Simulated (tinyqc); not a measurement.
From binding energy back to in-plane hole mass m_h: donor or exciton in a quantum well (variational effective-mass method). Computed by tinyqc, a small Python program. Command: `OMP_NUM_THREADS=1 python tinyqc.py 3000832 3000833 out.jsonl welldonor inv`. One thread of a shared host (Intel(R) Xeon(R) Processor @ 2.30GHz), about 0.09 s of CPU time with the checks.

Electron and hole in their lowest subbands f(z) = cos(pi z/L); relative in-plane motion exp(-rho/lambda) (separable trial function), H = -nabla_rho^2 - 2/sqrt(rho^2 + (z_e - z_h)^2) in effective units. Mass and screening are the same in well and barrier; l = L/a* is the width in effective units. Bands are flat: no polarisation or applied field.

Inputs (values chosen for the exercise, modelled on GaN): electron mass m = 0.193 m_0; dielectric constant eps = 9.61; well width L = 3.6 nm.

Centre: exciton. Barriers: infinite.

Constants: Ry = 13.605693123 eV; a_0 = 0.529177210903 angstrom.

Method:
- mu = m m_h/(m + m_h) takes the place of m; Ry* = Ry m/eps^2, a* = a_0 eps/m; l = L/a*.
- k = pi/l; f = cos(k z) inside and zero outside.
- Binding E_b(lambda) = -1/lambda^2 + (8/lambda^2) int_0^l P(z) g(z) dz, with P(z) = (2/l) [(1 - z/l)(1 + cos(2 pi z/l)/2) + (3/(4 pi)) sin(2 pi z/l)] the distribution of |z_e - z_h| and g(z) = int_z^infinity exp(-2 sqrt(r^2 - z^2)/lambda) dr = int_0^infinity exp(-2 rho/lambda) rho/sqrt(rho^2 + z^2) d rho; 40 Gauss-Legendre points in z and 40 in t with rho = lambda t/(1 - t).
- Golden-section search for the maximum over lambda from 0.3 to 4, 40 steps.

Task: A run gave the result below. Find the in-plane hole mass m_h, known to lie between 0.72 and 1.1 m_0.

binding energy = 46.59823 meV

Result:

Each step takes the trial c = (a f_b - b f_a)/(f_b - f_a), f being the result less the target and a, b, c the logarithms of the listed values; c replaces end b, the old b replaces a if the sign of f changed, and otherwise f_a is halved.

Scan of the range:
```
in-plane hole mass m_h (m_0)  binding energy (meV)
0.720                                      45.0312
0.773                                      45.4392
0.829                                      45.8211
0.890                                      46.1892
0.955                                      46.5358
1.020                                      46.8431
1.100                                      47.1767
```

False position (Illinois rule, in the logarithm of the input) inside the bracket:
```
step     end a    end b     trial  binding energy (meV)
1     0.955000  1.02000  0.967859               46.5995
2     0.955000  0.96786  0.967354               46.5970
3     0.967859  0.96735  0.967600               46.5982
4     0.967354  0.96760  0.967600               46.5982
```

Binding energy rises at every point of a 13-point scan of the range (every second point is shown), so one value fits; it is bracketed by 0.955 and 1.02. Answer: in-plane hole mass m_h = 0.9676 m_0.

Caution: so narrow a well has large confinement energy, where non-parabolicity and barrier penetration matter.
